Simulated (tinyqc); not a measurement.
Thermionic-field emission through a Schottky barrier, WKB: one step of the calculation.

Metal on an n-type semiconductor with one parabolic valley; V > 0 is forward bias (metal positive). Energies E are counted from the conduction edge of the neutral semiconductor, whose Fermi level lies at -xi; that of the metal lies at -xi - V. The barrier is a parabola of height Vd = phi - xi - V (depletion approximation, no image force).

Task. Current density on a coarse grid. For E < Vd, ln T(E) = -(Vd/E00) [sqrt(1 - y) - y ln((1 + sqrt(1 - y))/sqrt(y))], y = E/Vd; T(E) = 1 above. J = A* T (q/kB) int_0^infinity T(E) N(E) dE, N = ln[(1 + exp((-xi - E)/Vt))/(1 + exp((-xi - V - E)/Vt))], A* = 4 pi q me m0 kB^2/h^3 (times 1e-4 for A/(cm^2 K^2)). Simpson's rule on nE equally spaced points from 0 to Eb.

Inputs (values chosen for the exercise); band and dielectric values close to those of gallium arsenide:

| symbol | value | unit | meaning |
|---|---|---|---|
| T | 400 | K | temperature |
| me | 0.0664 | m0 | electron mass |
| V | 0.19 | V | bias |
| nE | 11 |  | points of the energy grid |
| Eb | 0.95 | eV | upper end of the energy grid |

Constants: q = 1.602176634e-19 C, kB = 1.380649e-23 J/K, h = 6.62607015e-34 J s, m0 = 9.1093837015e-31 kg, Vt = kB T/q. Results are converted to the units shown.

xi = -0.40218484 eV
Vd = 1.2621848 V
E00 = 89.368935 meV

Find: E; T(E); N; T(E) N; J.

Result.

```
point   E (eV)       T(E)          N     T(E) N
0      0.00000  7.3507e-7     5.5100  4.0502e-6
1      0.09500  1.0229e-5     5.4794  5.6047e-5
2      0.19000  6.6695e-5     5.0920  3.3961e-4
3      0.28500  3.2194e-4     3.3184  0.0010683
4      0.38000  0.0012662     1.0582  0.0013399
5      0.47500  0.0042421    0.11368  4.8223e-4
6      0.57000   0.012413  0.0076242  9.4636e-5
7      0.66500   0.032210  4.8620e-4  1.5660e-5
8      0.76000   0.074823  3.0900e-5  2.3120e-6
9      0.85500    0.15639  1.9635e-6  3.0706e-7
10     0.95000    0.29448  1.2476e-7  3.6739e-8
```

J = 11785 A/cm^2

The integrand peaks at E = 0.380 eV among these points, 0.30 of the barrier height.

Range of the model: The depletion approximation, a parabolic band and the neglect of image-force lowering make these currents estimates at high doping.

Program tinyqc, `OMP_NUM_THREADS=1 python tinyqc.py 2640064 2640065 out.jsonl`; Intel Xeon 2.30GHz, shared host, one thread, about 0.03 s.
